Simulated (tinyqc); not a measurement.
Velocity against field: two-valley model of the transferred-electron effect. Computed by tinyqc, a small Python program. Command: `OMP_NUM_THREADS=1 python tinyqc.py 3017312 3017313 out.jsonl gunn walk`. One thread of a shared host (Intel(R) Xeon(R) Processor @ 2.30GHz), about 0.01 s of CPU time with the checks.

Both kinds of valley share one electron temperature T_e, and each has a constant mobility.

Inputs (values chosen for the exercise, modelled on GaN): central-valley mass m1 = 0.2 m_0; satellite-valley mass m2 = 0.43 m_0; satellite valleys Z = 6; valley separation dE = 1.2 eV; central-valley mobility mu1 = 1100 cm^2/(V s); satellite-valley mobility mu2 = 59 cm^2/(V s); energy relaxation time tau_E = 0.088 ps; lattice temperature T = 250 K; electric field F = 100 kV/cm.

Solver: bisection.

Constants: k_B = 8.617333262e-05 eV/K.

Method. Density-of-states ratio R = Z (m2/m1)^(3/2); n2/n1 = R exp(-dE/(k_B T_e)); mean mobility mu = (mu1 + mu2 n2/n1)/(1 + n2/n1); energy balance e mu F^2 = (3/2) k_B (T_e - T)/tau_E; v = mu F.

low-field mobility = 1100 cm^2/(V s)

R = 18.9151

The curve:
```
F (kV/cm)  T_e (K)  share in the satellites (%)  v (1e7 cm/s)  low-field line (1e7 cm/s)
10             325                   4.5917e-16         1.100                       1.10
25             718                   7.1508e-06         2.750                       2.75
50            2081                   2.2974e+00         5.380                       5.50
70            3222                   2.0076e+01         6.237                       7.70
100           4486                   4.5900e+01         6.222                      11.00
140           5955                   6.4599e+01         5.985                      15.40
200           8205                   7.7605e+01         5.843                      22.00
300          12628                   8.6262e+01         6.060                      33.00
500          25200                   9.1586e+01         7.330                      55.00
1000         82187                   9.4106e+01        12.035                     110.00
```

v falls between 70 and 200 kV/cm, while the share in the slow valleys goes from 20 to 78 %: transfer outruns the rise of the field. With constant mobilities n2/n1 tends to R and v ends on the line (mu1 + R mu2) F/(1 + R), a mobility of 111; real satellites saturate instead. Rows with T_e above 3000 K lie outside the range of a Maxwellian in parabolic valleys.

Extremes, crossings and ranges named in words are read from the listed rows.
